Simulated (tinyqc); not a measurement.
Worked calculation: CCD on RHF in the sto-3g basis, frozen core, for BeH2, spin multiplicity 1. One step of it, computed by the program tinyqc.

Problem. Iteration 7 (converged): orbitals. Diagonalise F' = X^T F X, C = X C', fill 3 alpha and 3 beta electrons from the bottom; D = 2 C_occ C_occ^T. Each column has its largest component positive (the first on a tie).

converged F (hartree), lower triangle:
```
            1Be 1s     1Be 2s   1Be 2px    1Be 2py    1Be 2pz      2H 1s      3H 1s
1Be 1s   -4.522612
1Be 2s   -1.288618  -0.612066
1Be 2px   0.000000   0.000000  0.213616
1Be 2py   0.000000   0.000000  0.000000  -0.189022
1Be 2pz   0.002480  -0.021545  0.000000   0.000000   0.210563
2H 1s    -0.280438  -0.376582  0.000000  -0.318002  -0.026976  -0.269875
3H 1s    -0.280438  -0.376582  0.000000   0.318002  -0.026976  -0.030537  -0.269875
```

X:
```
                 1          2          3         4          5          6         7
1Be 1s    0.000000  -0.358759   0.865533  0.000000  -0.373941   0.000000  0.253798
1Be 2s    0.000000   1.158501  -0.110456  0.000000  -0.068071   0.000000  0.524061
1Be 2px   0.000000   0.000000   0.000000  1.000000   0.000000   0.000000  0.000000
1Be 2py   1.292511   0.000000   0.000000  0.000000   0.000000   0.549756  0.000000
1Be 2pz   0.000000   0.127512   0.416592  0.000000   0.903132   0.000000  0.054274
2H 1s    -0.929517  -0.739252  -0.260643  0.000000   0.115289   0.382223  0.353731
3H 1s     0.929517  -0.739252  -0.260643  0.000000   0.115289  -0.382223  0.353731
```

Give: F' = X^T F X; orbital energies; coefficients C; D after iteration 7.

Solution.

F' = X^T F X (hartree), lower triangle:
```
       1       2       3      4       5       6       7
1  0.799
2  0.000   0.339
3  0.000   0.515  -2.928
4  0.000   0.000   0.000  0.214
5  0.000  -0.215   1.479  0.000  -0.487
6  0.047   0.000   0.000  0.000   0.000  -0.394
7  0.000   0.219  -1.460  0.000   0.715   0.000  -1.260
```

orbital energies (hartree): MO1 -4.526, MO2 -0.437, MO3 -0.396, MO4 0.208, MO5 0.214, MO6 0.419, MO7 0.801

coefficients C:
```
            MO1     MO2     MO3     MO4    MO5     MO6     MO7
1Be 1s    0.992  -0.217   0.000   0.052  0.000  -0.221   0.000
1Be 2s    0.032   0.582   0.000  -0.224  0.000   1.115   0.000
1Be 2px   0.000   0.000   0.000   0.000  1.000   0.000   0.000
1Be 2py   0.000   0.000   0.499   0.000  0.000   0.000   1.313
1Be 2pz   0.000   0.025   0.000   0.974  0.000   0.244   0.000
2H 1s    -0.004   0.392   0.418   0.100  0.000  -0.767  -0.914
3H 1s    -0.004   0.392  -0.418   0.100  0.000  -0.767   0.914
```

D after iteration 7, lower triangle:
```
         1Be 1s  1Be 2s  1Be 2px  1Be 2py  1Be 2pz   2H 1s  3H 1s
1Be 1s    2.061
1Be 2s   -0.190   0.680
1Be 2px   0.000   0.000    0.000
1Be 2py   0.000   0.000    0.000    0.498
1Be 2pz  -0.011   0.029    0.000    0.000    0.001
2H 1s    -0.177   0.456    0.000    0.417    0.020   0.657
3H 1s    -0.177   0.456    0.000   -0.417    0.020  -0.042  0.657
```
